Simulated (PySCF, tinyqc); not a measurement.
CCSD on RHF in the sto-3g basis, for H3+, spin multiplicity 1, step by step. The lowest restricted solution is unstable here: a spin-polarised one lies 0.0048 hartree lower (PySCF). Computed by tinyqc, a small Python program that keeps every step (integrals from PySCF). Settings: charge = 1, multiplicity = 1, basis = sto-3g, method = RHF, energy threshold = 1e-10, iteration cap = 56, orthogonalisation = symmetric, start = core, DIIS depth = 6, amplitude equations = CCSD, DIIS depth for amplitudes = 4, cap on updates = 66. Command: `OMP_NUM_THREADS=1 python tinyqc.py 30015 30016 out.jsonl` (the two numbers bound the seeds that draw the settings). One thread of a shared host (Intel(R) Xeon(R) Processor @ 2.60GHz), about 0.2 s of CPU time with the checks. The early iterations of the SCF are left out here.

## One-electron integrals

Geometry (angstrom):
```
atom         x         y          z
H     0.000000  0.000000   0.000000
H     0.000000  0.000000   1.156000
H     0.000000  0.000000  -1.156000
```

Basis sto-3g: exponents (1/bohr^2) and contraction coefficients of normalised primitives:
```
element  l (shell)  exponent  coefficient
H            s (1)  3.425251     0.154329
H            s (1)  0.623914     0.535328
H            s (1)  0.168855     0.444635
```

Overlap, kinetic and nuclear-attraction integrals over the contracted functions; the nuclear repulsion is the sum of Za Zb / Rab.

nuclear repulsion = 1.14441438 hartree

overlap S, lower triangle:
```
          1H 1s     2H 1s     3H 1s
1H 1s  1.000000
2H 1s  0.409599  1.000000
3H 1s  0.409599  0.069865  1.000000
```

kinetic energy T (hartree), lower triangle:
```
          1H 1s      2H 1s     3H 1s
1H 1s  0.760032
2H 1s  0.063181   0.760032
3H 1s  0.063181  -0.011424  0.760032
```

nuclear attraction V (hartree), lower triangle:
```
           1H 1s      2H 1s      3H 1s
1H 1s  -2.126937
2H 1s  -0.737731  -1.905644
3H 1s  -0.737731  -0.116456  -1.905644
```

core Hamiltonian H = T + V (hartree), lower triangle:
```
           1H 1s      2H 1s      3H 1s
1H 1s  -1.366906
2H 1s  -0.674550  -1.145612
3H 1s  -0.674550  -0.127880  -1.145612
```

## Two-electron integrals

Functions are numbered as in S; the eight-fold symmetry (ij|kl) = (ji|kl) = (kl|ij) leaves the list below.

Two-electron integrals (ij|kl) in chemists' order, unique and non-zero (hartree):
```
(11|11) 0.774606   (21|11) 0.243229   (21|21) 0.103318   (22|11) 0.430248
(22|21) 0.243229   (22|22) 0.774606   (31|11) 0.243229   (31|21) 0.071603
(31|22) 0.125781   (31|31) 0.103318   (32|11) 0.039922   (32|21) 0.014447
(32|22) 0.030175   (32|31) 0.014447   (32|32) 0.002406   (33|11) 0.430248
(33|21) 0.125781   (33|22) 0.228650   (33|31) 0.243229   (33|32) 0.030175
(33|33) 0.774606
```

## Orthogonalisation

S = U s U^T; symmetric (Loewdin) form X = U s^(-1/2) U^T, so that X^T S X = 1.

eigenvalues of S: 0.454619  0.930135  1.615246

X, lower triangle:
```
           1H 1s     2H 1s     3H 1s
1H 1s   1.155931
2H 1s  -0.245729  1.075447
3H 1s  -0.245729  0.038571  1.075447
```

## Iteration 9 (converged): orbitals

converged F (hartree), lower triangle:
```
           1H 1s      2H 1s      3H 1s
1H 1s  -0.674287
2H 1s  -0.523180  -0.494624
3H 1s  -0.523180  -0.182984  -0.494624
```

Diagonalise F' = X^T F X, C = X C', fill 1 alpha and 1 beta electrons from the bottom; D = 2 C_occ C_occ^T. Each column has its largest component positive (the first on a tie).

F' = X^T F X (hartree), lower triangle:
```
           1          2          3
1  -0.388370
2  -0.359874  -0.342269
3  -0.359874  -0.007222  -0.342269
```

orbital energies (hartree): MO1 -0.878240, MO2 -0.335047, MO3 0.140380

coefficients C:
```
            MO1        MO2        MO3
1H 1s  0.591825   0.000000   1.051992
2H 1s  0.369234   0.733182  -0.737948
3H 1s  0.369234  -0.733182  -0.737948
```

D after iteration 9, lower triangle:
```
          1H 1s     2H 1s     3H 1s
1H 1s  0.700514
2H 1s  0.437044  0.272667
3H 1s  0.437044  0.272667  0.272667
```

## Convergence

Stop when the energy changes by less than 1e-10 hartree and every element of the error matrix X^T (F D S - S D F) X is below 3e-06.

Course of the cycle:
```
iteration  E (hartree)     change  largest element of the error matrix
1          -1.11169251          -                             1.80e-01
2          -1.14890079  -3.72e-02                             2.22e-02
3          -1.14944996  -5.49e-04                             9.30e-05
4          -1.14944997  -7.86e-09                             3.99e-05
5          -1.14944997  -1.05e-09                             2.54e-05
6          -1.14944997  -3.31e-10                             1.86e-05
7          -1.14944997  -1.45e-10                             1.47e-05
8          -1.14944997  -2.39e-10                             1.20e-08
9          -1.14944997   0.000000                             1.65e-11
```

PySCF RHF in the same basis = -1.14944997 hartree

Converged in 9 iterations.

## Integrals over molecular orbitals

(pq|rs) = sum C_ip C_jq C_kr C_ls (ij|kl), one index at a time.

one-electron integrals over orbitals h = C^T H C (hartree), lower triangle:
```
           1          2          3
1  -1.415624
2   0.000000  -1.094176
3  -0.091870   0.000000  -0.805085
```

Two-electron integrals over orbitals (pq|rs), unique and non-zero (hartree):
```
(11|11) 0.537383    (21|21) 0.147151    (22|11) 0.453140    (22|22) 0.512839
(31|11) 0.091870    (31|22) -0.048881   (31|31) 0.141326    (32|21) -0.144804
(32|32) 0.161327    (33|11) 0.543395    (33|22) 0.481236    (33|31) 0.079733
(33|33) 0.577491
```

## CCSD: starting amplitudes

t_ij^ab = <ij||ab> / (e_i + e_j - e_a - e_b), whose energy is MP2.

Starting amplitudes (spin orbitals 1a, 1b, ...; amplitudes related by a flip of all spins are not repeated):
```
from      to          t
1a 1b  2a 2b  -0.135450
1a 1b  3a 3b  -0.069371
```

correlation energy = -0.02973556 hartree

## CCSD: amplitude update 1

t_i^a D_i^a and t_ij^ab D_ij^ab are set to the remaining terms of the spin-orbital equations, evaluated with the old amplitudes; for the doubles these are <ij||ab> + 1/2 <ab||ef> t_ij^ef + 1/2 <mn||ij> t_mn^ab + P(ij)P(ab) <mb||ej> t_im^ae + terms in t^2 + terms with t1, D the orbital-energy denominators.

Amplitudes after update 1 (spin orbitals 1a, 1b, ...; amplitudes related by a flip of all spins are not repeated):
```
from      to          t
1a 1b  2a 2b  -0.179796
1a 1b  3a 3b  -0.084058
1a        3a  -0.020082
```

correlation energy = -0.03827974 hartree

## CCSD: convergence

E_corr = 1/4 sum <ij||ab> t_ij^ab + 1/2 sum <ij||ab> t_i^a t_j^b; stop when the norm of the change is below 1e-8.

Course of the amplitude iterations:
```
update  correlation energy (hartree)  norm of the change
0                        -0.02973556                   -
1                        -0.03827974            9.76e-02
2                        -0.04141696            4.25e-02
3                        -0.04397450            2.10e-02
4                        -0.04396642            2.61e-03
5                        -0.04396317            3.26e-05
6                        -0.04396344            2.66e-06
7                        -0.04396344            1.71e-08
8                        -0.04396344            1.24e-13
```

Converged amplitudes (spin orbitals 1a, 1b, ...; amplitudes related by a flip of all spins are not repeated):
```
from      to          t
1a 1b  2a 2b  -0.220173
1a 1b  3a 3b  -0.083512
1a        3a  -0.040999
```

CCSD total energy = -1.19341341 hartree

T1 diagnostic, norm of the one-spin t1 over sqrt(correlated electrons) = 0.028991

Converged in 8 updates, with DIIS from the third.
